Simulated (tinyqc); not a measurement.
# Disorder broadening of a flat band (such as a Landau level) in the self-consistent Born approximation: effect of the disorder strength

The local Green function is G = g0(z - Sigma) with z = E + i eta and g0(z) = 1/z; the self-energy is Sigma = D G. The density of states is -Im G/pi.

Sigma is iterated to self-consistency (retarded branch, Im Sigma < 0); first Born means Sigma = D g0(z) put once into G = g0(z - Sigma); clean means Sigma = 0. Closed form: G = (z - sqrt(z^2 - 4 D))/(2 D) with the root that gives Im G < 0; for eta -> 0 a semi-ellipse of half-width 2 sqrt(D).

Values chosen for this exercise:
```
symbol   value  unit                      meaning
eta       0.55    eV              bare broadening
E       -1.461    eV  energy from the band centre
```

The same in every row: DOS, clean (1/eV) = 0.071838.

Effect of the disorder strength:

| D (eV^2) | Re Sigma (eV) | Im Sigma (eV) | DOS, self-consistent (1/eV) | DOS, first Born (1/eV) |
|---|---|---|---|---|
| 0.095 | -0.058012 | -0.023723 | 0.079486 | 0.079157 |
| 0.2 | -0.12408 | -0.056268 | 0.089554 | 0.087999 |
| 0.41 | -0.25477 | -0.14727 | 0.11434 | 0.10824 |
| 0.86 | -0.44209 | -0.42154 | 0.15602 | 0.16363 |
| 1.8 | -0.55896 | -0.89608 | 0.15846 | 0.28709 |
| 3.7 | -0.61914 | -1.5290 | 0.13154 | 0.17694 |
| 7.8 | -0.65639 | -2.4356 | 0.099395 | 0.046917 |

|Im Sigma| rises from 0.0237 to 2.44 eV, as D^(1.16) between the first two rows and D^(0.62) between the last two (the golden rule gives power 1, broadening wider than the band power 1/2). First Born is 0.41 % below the self-consistent density of states in the first row and 0.47 times it in the last.

Range of the model: The self-consistent Born approximation misses band tails from rare fluctuations and localisation.

Numbers from tinyqc (`OMP_NUM_THREADS=1 python tinyqc.py 2720045 2720046 out.jsonl`; about 0.01 s on one thread of a shared Intel Xeon 2.30GHz).
